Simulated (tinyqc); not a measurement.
Circuit elements from the admittance matrix.

Inverse problem. Y belongs to a common-source circuit with y11 = i w (Cgs + Cgd), y12 = -i w Cgd, y21 = gm - i w Cgd, y22 = gds + i w (Cgd + Cd) and a resistance Rg in series with the gate; w = 2 pi f. Find Rg, Cgs + Cgd, Cgd, gm, gds and Cd.

Parameters, values chosen for the exercise: signal frequency f = 1 GHz.

Y with Rg (mS):
```
                          1                          2
1  0.000142119+0.322582976i  -0.000032111-0.072884935i
2  9.638224393-0.077131212i   0.298793687+0.184428419i
```

Solution. 1/Y11 = Rg + 1/(i w (Cgs + Cgd)) gives Rg; removing it from Z11 returns the inner y, whose parts are read off.

Rg = 1.366 ohm
Cgs + Cgd = 51.34 fF
Cgd = 11.60 fF
gm = 9.638 mS
gds = 0.2988 mS
Cd = 17.60 fF

Program tinyqc, `OMP_NUM_THREADS=1 python tinyqc.py 2150151 2150152 out.jsonl`; Intel Xeon 2.30GHz, shared host, one thread, about 0.01 s.
